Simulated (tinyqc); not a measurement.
Worked calculation: two-band k.p model of the Delta valleys near the X point under shear strain. Values are carried at full precision from step to step, so a last printed digit may differ when a step is redone from the rounded ones.

Constants: hbar^2/2m0 = 3.80998211 eV angstrom^2.

Inputs chosen for the exercise (near those of Si; not measured data):
- a = 5.438 angstrom (lattice constant)
- ml = 0.922 m0 (longitudinal mass)
- mt = 0.19 m0 (transverse mass)
- kx0 = 0.148 2 pi/a (distance of the minimum from X)
- D = 14.1 eV (shear deformation potential)
- Mp = 0.241 m0 (coupling mass)
- exy = -0.0028 (shear strain)
- k = (-0.057, 0.066, 0.057) 1/angstrom (wave vector from X)

## Scales

k0 = kx0 2 pi/a; Delta = 2 c k0^2/ml with c = hbar^2/2m0, half the splitting of the two bands at k0; eta = D exy/Delta measures the shear coupling against it.

k0 = 0.17100 1/angstrom
Delta = 0.24167 eV
eta = -0.1634
splitting of the two bands at X, 2 |D exy| = 0.0790 eV

## The Hamiltonian at one k

Valley pair on the [001] axis, kz counted from the X point, c = hbar^2/2m0, k0 = kx0 2 pi/a. H = (c kz^2/ml + c (kx^2 + ky^2)/mt + c k0^2/ml) 1 + (2 c k0 kz/ml) sigma_z + (D exy - 2 c kx ky/Mp) sigma_x, so E = c kz^2/ml + c (kx^2 + ky^2)/mt + c k0^2/ml -/+ sqrt((2 c k0 kz/ml)^2 + (D exy - 2 c kx ky/Mp)^2). Without strain the lower band has its minima, E = 0, at kz = +/- k0. Shifts from diagonal strain are left out.

Fill in the 2 x 2 matrix (sigma_z diagonal) and give its levels.

H(k) (eV):
```
        1       2
1  0.3673  0.0795
2  0.0795  0.2062
```

levels (eV): 0.1736  0.3999

## Position, depth and masses of the minimum

For |eta| < 1: k_min = k0 sqrt(1 - eta^2), E_min = -Delta eta^2/2, ml(eta) = ml/(1 - eta^2), 1/m[110] = 1/mt + eta/Mp, 1/m[1-10] = 1/mt - eta/Mp. For |eta| > 1 the minimum sits at X: E_min = -Delta (2 |eta| - 1)/2, ml(eta) = ml/(1 - 1/|eta|), and eta is replaced by its sign in the transverse masses.

k_min = 0.1687 1/angstrom
E_min = -3.22 meV
ml(eta) = 0.947 m0

masses along [110] and [1-10] (m0): 0.2181  0.1683

The minimum has moved 1.3 % of the way to X; electrons are lighter along [1-10] (-11.4 % against mt) and heavier across (+14.8 %).

## The two bands along kz

kx = ky = 0, kz from 0 to 1.6 k0 in steps of 0.2 k0, with and without the strain.

Levels (eV):
```
kz/k0  kz (1/angstrom)    lower   upper  lower, no strain  upper, no strain
0.0             0.0000   0.0814  0.1603            0.1208            0.1208
0.2             0.0342   0.0633  0.1881            0.0773            0.1740
0.4             0.0684   0.0357  0.2446            0.0435            0.2368
0.6             0.1026   0.0141  0.3146            0.0193            0.3093
0.8             0.1368   0.0008  0.3955            0.0048            0.3915
1.0             0.1710  -0.0032  0.4865            0.0000            0.4833
1.2             0.2052   0.0022  0.5875            0.0048            0.5848
1.4             0.2394   0.0170  0.6983            0.0193            0.6960
1.6             0.2736   0.0415  0.8189            0.0435            0.8169
```

## Checks

- Depth of the minimum by numerical search against the closed form (eV): both -0.003225.
- Mass along [110] by finite differences against the closed form: both 0.2181.

(tinyqc, `OMP_NUM_THREADS=1 python tinyqc.py 1080847 1080848 out.jsonl`, Intel(R) Xeon(R) Processor @ 2.30GHz, 1 thread, shared host, about 0.01 s.)
